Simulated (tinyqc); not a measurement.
Inside a calculation: Boltzmann transport in a parabolic band with a power-law relaxation time. Values are carried at full precision from step to step, so a last printed digit may differ when a step is redone from the rounded ones.

F_j(eta) = (1/Gamma(j + 1)) integral_0^infinity x^j dx/(1 + exp(x - eta)), which tends to exp(eta) for eta << 0.

n = N F_1/2(eta) with N = 2 (m kB T/(4 pi c))^(3/2) with c = hbar^2/2m0, in 1/angstrom^3; times 1e24 for 1/cm^3, m = md.

Constants: hbar^2/2m0 = 3.80998211 eV angstrom^2; kB = 8.617333262e-05 eV/K.

Values chosen for the exercise (masses near those of Ge; tau0 is set for a mobility of the usual size at this n, kL is a free input; freeze-out and phonon drag, which matter near 77 K, are left out; the results hold for these values, not for the real material): n = 7.6e+18 1/cm^3 (electron density); md = 0.574 m0 (density-of-states mass); T = 300 K; r = -0.5 (exponent of tau); tau0 = 36 fs (tau at E = kT); mc = 0.1239 m0 (conductivity mass); kL = 72 W/(m K) (lattice thermal conductivity).

## Reduced Fermi level

Solve for eta.

N = 1.091e+19 1/cm^3
eta = -0.1179

## Integrals for r = -0.5 (acoustic phonons)

tau = tau0 x^r with x = E/kT. With K_j = Gamma(j + 1) F_j(eta): <tau> = tau0 (r + 3/2) K_(r+1/2)/((3/2) K_(1/2)); mu = <tau>/(mc m0/e), m0/e = 5.685630e-12 kg/C; Hall factor rH = (3/2) K_(1/2) (2r + 3/2) K_(2r+1/2)/((r + 3/2) K_(r+1/2))^2; Seebeck S = -(kB/e) [(r + 5/2) K_(r+3/2)/((r + 3/2) K_(r+1/2)) - eta]; Lorenz number L = (kB/e)^2 [(r + 7/2) K_(r+5/2)/((r + 3/2) K_(r+1/2)) - ((r + 5/2) K_(r+3/2)/((r + 3/2) K_(r+1/2)))^2]; kB/e in V/K. Valley anisotropy is left out of rH.

Evaluate F_j and K_j for j = 1/2, r + 1/2, r + 3/2, r + 5/2 and 2r + 1/2 (each value once).

F_j and K_j:
```
j,F_j,K_j
0.5,0.69642,0.61719
0.0,0.63592,0.63592
1.0,0.74414,0.74414
2.0,0.80924,1.6185
-0.5,0.56092,0.99421
```

## Transport coefficients

Form the ratios; u is the mean energy carried, in kT.

<tau>/tau0 = 0.687
rH = 1.138
u = 2.340
S = -211.8 microvolt/K
L = 1.603 1e-8 W ohm/K^2

The non-degenerate limits are rH = 1.178, u = r + 5/2 = 2 and L = (r + 5/2)(kB/e)^2 = 1.485; the degenerate ones are rH = 1 and L = 2.443.

## Mobility, conductivity and figure of merit

mu = <tau>/(mc m0/e) with m0/e = 5.685630e-12 kg/C; sigma = e n mu, e = 1.602176634e-19 C; Hall mobility rH mu; power factor S^2 sigma; ZT = S^2 sigma T/(kL + L sigma T), all in SI units.

mu = 351 cm^2/(V s)
Hall mobility = 399 cm^2/(V s)
sigma = 427 S/cm
power factor = 1.92 mW/(m K^2)
electronic thermal conductivity = 0.205 W/(m K)
ZT = 0.0080

A Hall measurement read with rH = 1 would give a density of 6.68e+18 1/cm^3. Electrons carry 0.28 % of the heat.

## Checks

- Seebeck coefficient against direct integration over -df/dE (microvolt/K): both -211.8.

Run: tinyqc, `OMP_NUM_THREADS=1 python tinyqc.py 1650044 1650045 out.jsonl`; Intel(R) Xeon(R) Processor @ 2.30GHz, one thread, shared host; about 0.01 s of CPU time with all checks.
